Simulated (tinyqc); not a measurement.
CID on RHF in the sto-3g basis, for H2, spin multiplicity 1, step by step. Computed by tinyqc, a small Python program that keeps every step (integrals from PySCF). Settings: charge = 0, multiplicity = 1, basis = sto-3g, method = RHF, energy threshold = 1e-10, iteration cap = 75, orthogonalisation = symmetric, start = atomic densities, DIIS depth = 6, ci = CID. Command: `OMP_NUM_THREADS=1 python tinyqc.py 29282 29283 out.jsonl` (the two numbers bound the seeds that draw the settings). One thread of a shared host (Intel(R) Xeon(R) Processor @ 2.60GHz), about 0.06 s of CPU time with the checks. The early iterations of the SCF are left out here.

## One-electron integrals

Geometry (angstrom):
```
atom         x         y         z
H     0.000000  0.000000  0.000000
H     0.000000  0.000000  0.656000
```

Basis sto-3g: exponents (1/bohr^2) and contraction coefficients of normalised primitives:
```
element  l (shell)  exponent  coefficient
H            s (1)  3.425251     0.154329
H            s (1)  0.623914     0.535328
H            s (1)  0.168855     0.444635
```

Overlap, kinetic and nuclear-attraction integrals over the contracted functions; the nuclear repulsion is the sum of Za Zb / Rab.

nuclear repulsion = 0.80667258 hartree

overlap S:
```
          1H 1s     2H 1s
1H 1s  1.000000  0.714934
2H 1s  0.714934  1.000000
```

kinetic energy T (hartree):
```
          1H 1s     2H 1s
1H 1s  0.760032  0.290218
2H 1s  0.290218  0.760032
```

nuclear attraction V (hartree):
```
           1H 1s      2H 1s
1H 1s  -1.938728  -1.350633
2H 1s  -1.350633  -1.938728
```

core Hamiltonian H = T + V (hartree):
```
           1H 1s      2H 1s
1H 1s  -1.178696  -1.060416
2H 1s  -1.060416  -1.178696
```

## Two-electron integrals

Functions are numbered as in S; the eight-fold symmetry (ij|kl) = (ji|kl) = (kl|ij) leaves the list below.

Two-electron integrals (ij|kl) in chemists' order, unique and non-zero (hartree):
```
(11|11) 0.774606   (21|11) 0.493390   (21|21) 0.356507   (22|11) 0.601903
(22|21) 0.493390   (22|22) 0.774606
```

## Orthogonalisation

S = U s U^T; symmetric (Loewdin) form X = U s^(-1/2) U^T, so that X^T S X = 1.

eigenvalues of S: 0.285066  1.714934

X:
```
           1H 1s      2H 1s
1H 1s   1.318286  -0.554668
2H 1s  -0.554668   1.318286
```

## Iteration 3 (converged): orbitals

converged F (hartree):
```
           1H 1s      2H 1s
1H 1s  -0.418117  -0.636377
2H 1s  -0.636377  -0.418117
```

Diagonalise F' = X^T F X, C = X C', fill 1 alpha and 1 beta electrons from the bottom; D = 2 C_occ C_occ^T. Each column has its largest component positive (the first on a tie).

F' = X^T F X (hartree):
```
           1          2
1   0.075377  -0.690266
2  -0.690266   0.075377
```

orbital energies (hartree): MO1 -0.614889, MO2 0.765644

coefficients C:
```
            MO1        MO2
1H 1s  0.539960   1.324378
2H 1s  0.539960  -1.324378
```

D after iteration 3:
```
          1H 1s     2H 1s
1H 1s  0.583113  0.583113
2H 1s  0.583113  0.583113
```

## Convergence

Stop when the energy changes by less than 1e-10 hartree and every element of the error matrix X^T (F D S - S D F) X is below 3e-06.

Course of the cycle:
```
iteration  E (hartree)     change  largest element of the error matrix
1          -0.79956399          -                             1.59e-16
2          -1.11387120  -3.14e-01                             2.24e-16
3          -1.11387120   0.000000                             1.29e-16
```

PySCF RHF in the same basis = -1.11387120 hartree

Converged in 3 iterations.

## Integrals over molecular orbitals

(pq|rs) = sum C_ip C_jq C_kr C_ls (ij|kl), one index at a time.

one-electron integrals over orbitals h = C^T H C (hartree):
```
           1          2
1  -1.305655   0.000000
2   0.000000  -0.414922
```

Two-electron integrals over orbitals (pq|rs), unique and non-zero (hartree):
```
(11|11) 0.690766   (21|21) 0.176635   (22|11) 0.678601   (22|22) 0.713509
```

## CID: determinants and Hamiltonian

Hartree-Fock energy = -1.11387120 hartree

Slater-Condon rules over spin orbitals, with the nuclear repulsion added and E(HF) subtracted on the diagonal.

Occupation strings over the orbitals (2 doubly, a alpha, b beta, 0 empty; spin orbitals ordered 1a 1b 2a 2b ...): 20 02

H - E(HF) between determinants (hartree):
```
          20        02
20  0.000000  0.176635
02  0.176635  1.804209
```

## CID: roots

Diagonalise (each vector has its largest component positive (the first on a tie)); all determinants have Ms = 0, so triplets appear too. The lowest singlet root is the correlation energy.

lowest roots of this matrix, relative to E(HF) (hartree): -0.017130  1.821339

lowest vectors:
```
       root 1    root 2
20   0.995330  0.096528
02  -0.096528  0.995330
```

<S^2> of these roots: 0.000000  0.000000

weight of the ground state by excitation level 0, 1, 2, ...: 0.990682  0.000000  0.009318
